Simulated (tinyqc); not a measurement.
Defects against doping: deep level with several charge states.

Energies from Ev. The defect has charge states +1, 0, -1 with weights 1, gm exp((EF - E1)/kT), exp((2 EF - E1 - E2)/kT); the shares are the weights over their sum. Boltzmann carriers: n = Nc exp((EF - Eg)/kT), p = Nv exp(-EF/kT). Neutrality: p - n + Nd + Nt <q> = 0.

Constants: kB = 8.617333262e-05 eV/K.

Inputs chosen for the exercise (gap and densities of states near those of InP at this temperature; shifted at random, so the results belong to these values and not to a real crystal): Eg = 1.356 eV (gap); Nc = 5.63e+17 1/cm^3 (conduction-band density of states); Nv = 1.21e+19 1/cm^3 (valence-band density of states); T = 300 K; E1 = 0.39 eV (level (+1/0) above Ev); E2 = 1.102 eV (level (0/-1) above Ev); gm = 2 (degeneracy of the middle state, the others 1); Nd = 6.4e+14 1/cm^3 (ionised shallow donors minus acceptors).

Nt takes the listed multiples of |Nd|; the resistivity uses mobilities of 1000 (electrons) and 300 (holes) cm^2/(V s), chosen for the exercise, and e = 1.602176634e-19 C.

Neutral state:

| Nt/\|Nd\| | EF (eV) | n (1/cm^3) | p (1/cm^3) | rho (ohm cm) |
|---|---|---|---|---|
| 0.01 | 1.1805 | 6.34e+14 | 0.178 | 9.84 |
| 0.10 | 1.1783 | 5.82e+14 | 0.194 | 10.7 |
| 0.30 | 1.1728 | 4.70e+14 | 0.241 | 13.3 |
| 0.60 | 1.1626 | 3.18e+14 | 0.356 | 19.6 |
| 0.90 | 1.1505 | 1.99e+14 | 0.568 | 31.4 |
| 1.10 | 1.1423 | 1.45e+14 | 0.782 | 43.2 |
| 1.50 | 1.1282 | 8.38e+13 | 1.35 | 74.4 |
| 3.00 | 1.1003 | 2.85e+13 | 3.97 | 219 |
| 10.00 | 1.0628 | 6.69e+12 | 16.9 | 933 |

EF goes from 1.180 to 1.063 eV and the resistivity from 9.84 to 933 ohm cm, with a largest value of 933. The largest move of EF, -0.037 eV, comes between Nt/|Nd| = 3 and 10; the levels lie at 0.39 and 1.102 eV. A defect can take up to one carrier of either sign, so the doping can be cancelled no earlier than Nt = |Nd|, there only if EF lies well beyond the level that takes the carriers and otherwise at larger Nt (mean charge -0.10 in the last row).

tinyqc: `OMP_NUM_THREADS=1 python tinyqc.py 1681418 1681419 out.jsonl`; about 0.01 s, one thread, shared Intel(R) Xeon(R) Processor @ 2.30GHz.
